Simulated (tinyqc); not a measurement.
## Coupling and lever arm from microwave spectroscopy

Problem. A charge qubit absorbs at h f = sqrt(ep^2 + 4 tc^2), ep = al (V - V0). Find al, V0 and tc.

Constants: q = 1.602176634e-19 C, h = 6.62607015e-34 J s. Results are converted to the units shown.

gate voltage (mV): [0.587, 0.742, 0.866]
resonance frequency Om/h (GHz): [10.876601, 9.7300572, 15.680662]

Solution. (h f)^2 is a parabola in V: its curvature gives al, its vertex V0 and 4 tc^2.

al = 0.2900 eV/V
V0 = 0.6800 mV
tc = 18.00 ueV

Computed by the program tinyqc: `OMP_NUM_THREADS=1 python tinyqc.py 2470029 2470030 out.jsonl`, one thread of a shared Intel Xeon 2.30GHz, about 0.01 s for the whole run.
